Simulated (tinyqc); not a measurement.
# Inputs raised by 2 %, one at a time

Model: deep-level transient spectroscopy (DLTS) of one majority-carrier trap. Computed by tinyqc, a small Python program. Command: `OMP_NUM_THREADS=1 python tinyqc.py 3028708 3028709 out.jsonl dlts sens`. One thread of a shared host (Intel(R) Xeon(R) Processor @ 2.30GHz), about 0.09 s of CPU time with the checks.

A filling pulse loads the traps in a one-sided junction; under reverse bias they empty at the rate e, and the capacitance relaxes as C(t) = C_0 - dC exp(-e t). The signal is S = [C(t_2) - C(t_1)]/dC.

Inputs (values chosen for the exercise, with mass and screening modelled on 4H-SiC):
```
quantity,value,unit
density-of-states mass m,0.388,m_0
valleys M,3,-
trap depth E_t,0.167,eV
cross-section sigma_0,3.8e-16,cm^2
degeneracy ratio g,1,-
gate time t_1,0.008,s
ratio t_2/t_1,2,-
temperature T,87,K
doping N,1.1e+15,cm^-3
trap density N_t,1.4e+13,cm^-3
dielectric constant eps,9.61,-
built-in voltage V_b,1.2,V
reverse bias V_r,9.8,V
diode area,0.0025,cm^2
```

Carriers: electrons. Extra term: none.

Constants: k_B = 8.617333262e-05 eV/K; k_B = 1.380649e-23 J/K; m_0 = 9.1093837015e-31 kg; h = 6.62607015e-34 J s; eps_0 = 8.8541878128e-12 F/m; e = 1.602176634e-19 C.

Method:
- e = g sigma v N_b exp(-E/k_B T), v = sqrt(3 k_B T/m), N_b = 2 M (2 pi m k_B T/h^2)^(3/2), sigma = sigma_0, E = E_t.
- S(e) = exp(-e t_1) - exp(-e t_2) peaks at the rate window e_0 = ln(t_2/t_1)/(t_2 - t_1).
- T_p solves e(T) = e_0 (bisection between 15 and 1500 K); the half-height points solve S = S_max/2 on either side.
- W = sqrt(2 eps eps_0 (V_b + V_r)/(e N)), C_0 = eps eps_0 area/W. The pulse goes to zero bias, W_0 = W(V_r = 0). Traps within lambda = sqrt(2 eps eps_0 (E_t - E_F)/(e^2 N)) of the depletion edge stay filled, with E_F = k_B T_p ln(N_b/N) from the band, N_b = 2 M (2 pi m k_B T_p/h^2)^(3/2) (dopants taken as fully ionised). dC = C_0 (N_t/2N) f, f = [(W - lambda)^2 - max(W_0 - lambda, 0)^2]/W^2. The simple estimate is 2 N dC/C_0.

Runs:
```
input moved,from,to,full width (K),transient amplitude dC (fF),C_0 (pF),emission rate e (1/s)
base run,-,-,11.945,31.815,6.5270,2.3092
trap depth E_t (eV),0.167,0.17034,12.140,31.766,6.5270,1.4791
cross-section sigma_0 (cm^2),3.8e-16,3.876e-16,11.924,31.813,6.5270,2.3554
gate time t_1 (s),0.008,0.00816,11.924,31.813,6.5270,2.3092
density-of-states mass m (m_0),0.388,0.39576,11.924,31.820,6.5270,2.3554
doping N (cm^-3),1.1e+15,1.122e+15,11.945,31.497,6.5920,2.3092
trap density N_t (cm^-3),1.4e+13,1.428e+13,11.945,32.451,6.5270,2.3092
reverse bias V_r (V),9.8,9.996,11.945,31.637,6.4697,2.3092
```

Exponents ln(y'/y) / ln(x'/x):
```
input,full width,transient amplitude dC,C_0,emission rate e
trap depth E_t,0.82,-0.078,0.000,-22.497
cross-section sigma_0,-0.09,-0.003,0.000,1.000
gate time t_1,-0.09,-0.003,0.000,0.000
density-of-states mass m,-0.09,0.008,0.000,1.000
doping N,0.00,-0.507,0.500,0.000
trap density N_t,0.00,1.000,0.000,0.000
reverse bias V_r,0.00,-0.283,-0.446,0.000
```

Which inputs matter most for each result?

Among the inputs moved here: full width answers most in size to trap depth E_t (exponent +0.820), next to cross-section sigma_0 (-0.090); its exponent is below 0.0005 for doping N, trap density N_t, reverse bias V_r. Transient amplitude dC answers most in size to trap density N_t (exponent +1.000), next to doping N (-0.507). Its exponent +1.000 in trap density N_t: dC is linear in N_t. C_0 answers most in size to doping N (exponent +0.500), next to reverse bias V_r (-0.446); its exponent is below 0.0005 for trap depth E_t, cross-section sigma_0, gate time t_1, density-of-states mass m, trap density N_t. Its exponent +0.500 in doping N: C goes as sqrt(N). Emission rate e answers most in size to trap depth E_t (exponent -22.497), next to cross-section sigma_0 (+1.000); its exponent is below 0.0005 for gate time t_1, doping N, trap density N_t, reverse bias V_r. Its exponent +1.000 in cross-section sigma_0: e is linear in sigma. Its exponent +1.000 in density-of-states mass m: v N_b goes as m^(-1/2) m^(3/2).

Extremes, crossings and ranges named in words are read from the listed rows.
